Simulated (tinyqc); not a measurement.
Inside a calculation: two-node Weyl semimetal on a cubic lattice and its slab. Values are carried at full precision from step to step, so a last printed digit may differ when a step is redone from the rounded ones.

H = d.s with dx = t sin kx, dy = t sin ky, dz = m (2 - cos kx - cos ky) + M(kz), M = tz (cos k0 - cos kz), k in 1/a. Nodes at (0, 0, +/-k0). Berry curvature of the lower band along z: Omega = d.(dd/dkx x dd/dky)/(2|d|^3), in the sense curl of i<u|grad u>.

Values chosen for the exercise: t = 1.3 eV (hopping in sx and sy); m = 0.7 eV (mass term); tz = 0.71 eV (hopping along z); k0 = 1.67 1/a (position of the nodes); k = (-0.31, 0.31, 1.12) 1/a (wave vector); N = 5 (layers of the small slab); ky = 0.34 1/a; kz = 0.51 1/a.

## One k point

Form M, d, E = -/+ |d| and Omega.

M(kz) = -0.3797 eV

dx, dy, dz (eV): [-0.3966, 0.3966, -0.3129]

|E| = 0.6422 eV
Omega = -1.3011 a^2

## The nodes

Near (0,0,+/-k0): d = (t qx, t qy, +/- tz sin(k0) qz). The chirality is the sign of the product of the three velocities. Each plane of fixed kz with -2m < M < 0 has Chern number -1 in the sense above, so the sum over planes gives sigma_xy of size (e^2/h) 2 k0/(2 pi a).

velocities at +k0 (eV a): [1.3000, 1.3000, 0.7065]

chirality: +k0 1, -k0 -1

|sigma_xy| = 0.5316 e^2/(h a)
M(0) = -0.7803 eV

## The slab at one surface momentum

Slab of N layers along x with hard walls: layer block t sin(ky) sy + (m (2 - cos ky) + M(kz)) sz, block to the next layer t sx/(2i) - m sz/2.

Fill in the matrix.

H (eV), rows 1+, 1-, 2+, 2-, 3+, 3-, 4+, 4-, 5+, 5- and columns alike:
```
[[0.0501, -0.4335i, -0.3500, -0.6500i, 0, 0, 0, 0, 0, 0],
 [0.4335i, -0.0501, -0.6500i, 0.3500, 0, 0, 0, 0, 0, 0],
 [-0.3500, 0.6500i, 0.0501, -0.4335i, -0.3500, -0.6500i, 0, 0, 0, 0],
 [0.6500i, 0.3500, 0.4335i, -0.0501, -0.6500i, 0.3500, 0, 0, 0, 0],
 [0, 0, -0.3500, 0.6500i, 0.0501, -0.4335i, -0.3500, -0.6500i, 0, 0],
 [0, 0, 0.6500i, 0.3500, 0.4335i, -0.0501, -0.6500i, 0.3500, 0, 0],
 [0, 0, 0, 0, -0.3500, 0.6500i, 0.0501, -0.4335i, -0.3500, -0.6500i],
 [0, 0, 0, 0, 0.6500i, 0.3500, 0.4335i, -0.0501, -0.6500i, 0.3500],
 [0, 0, 0, 0, 0, 0, -0.3500, 0.6500i, 0.0501, -0.4335i],
 [0, 0, 0, 0, 0, 0, 0.6500i, 0.3500, 0.4335i, -0.0501]]
```

## Levels and layer weights of the middle pair

Diagonalise; sum the weights over the two components of each layer.

levels (eV): [-1.2617, -1.2534, -1.0109, -0.9691, -0.4337, 0.4337, 0.9691, 1.0109, 1.2534, 1.2617]

weights, rows lower, upper; columns layer 1, layer 2, layer 3, layer 4, layer 5:
```
[[0.907, 0.002, 0.083, 0.001, 0.008],
 [0.008, 0.001, 0.083, 0.002, 0.907]]
```

The matrix belongs to ky = 0.34, kz = 0.51, where the mass m (1 - cos ky) + M(kz) is -0.6499 eV and t sin(ky) = 0.4335 eV. A negative mass binds arc states at -/+ t sin(ky) on opposite faces; here one outer layer holds 91 % and the other 1 %, and the overlap across the thin slab moves the level by +0.2 meV.

## Checks

- Omega from the formula against a plaquette of side 1e-4: both -1.301.
- C of the plane kz = 0 against -1: both -1.00.

Computed by tinyqc, a small Python program: `OMP_NUM_THREADS=1 python tinyqc.py 1450141 1450142 out.jsonl` (the numbers bound the seed that draws the inputs); one thread of a shared host (Intel(R) Xeon(R) Processor @ 2.30GHz), about 0.2 s for the whole set of steps.
